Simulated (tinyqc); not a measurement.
Sheet resistance and Hall data of a diffused or implanted layer: one step, computed by the program tinyqc. Command: `OMP_NUM_THREADS=1 python tinyqc.py 3006872 3006873 out.jsonl layer walk`. One thread of a shared host (Intel(R) Xeon(R) Processor @ 2.30GHz), about 0.01 s of CPU time with the checks.

Carriers are taken equal to the net active doping down to the junction (full ionisation, which deep dopants in wide-gap hosts do not reach; no spill-over, no depletion), and the Hall factor is 1.

Question. Dose and junction depth. N(x) = N_0 exp(-x^2/l^2), dose N_0 l sqrt(pi)/2, junction x_j = l sqrt(ln(N_0/N_B)).

Inputs (values chosen for the exercise, modelled on aluminium in 4H-SiC): peak concentration N_0 = 3.4e+18 1/cm^3; length scale l = 33 nm; background doping N_B (opposite type) = 2.2e+16 1/cm^3.

Profile: Gaussian at the surface. Activation: complete.

Give: dose; junction depth x_j.

Answer.

dose = 9.943e+12 1/cm^2

junction depth x_j = 74.09 nm
